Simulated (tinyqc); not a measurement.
Threshold and carrier lifetime from two turn-on delays.

Inverse problem. With a constant carrier lifetime tau, a current step from 0 to I reaches threshold after td = tau ln(I/(I - Ith)). Find Ith and tau.

turn-on delay for steps from 0 to 0.98 and to 2 mA (ns): [2.7211498, 0.98260647]

Answer. The ratio of the delays holds no tau and rises steadily with Ith, so it has one root below the smaller current.

Ith = 0.6500 mA
tau = 2.500 ns

Computed by the program tinyqc: `OMP_NUM_THREADS=1 python tinyqc.py 2840101 2840102 out.jsonl`, one thread of a shared Intel Xeon 2.30GHz, about 0.01 s for the whole run.
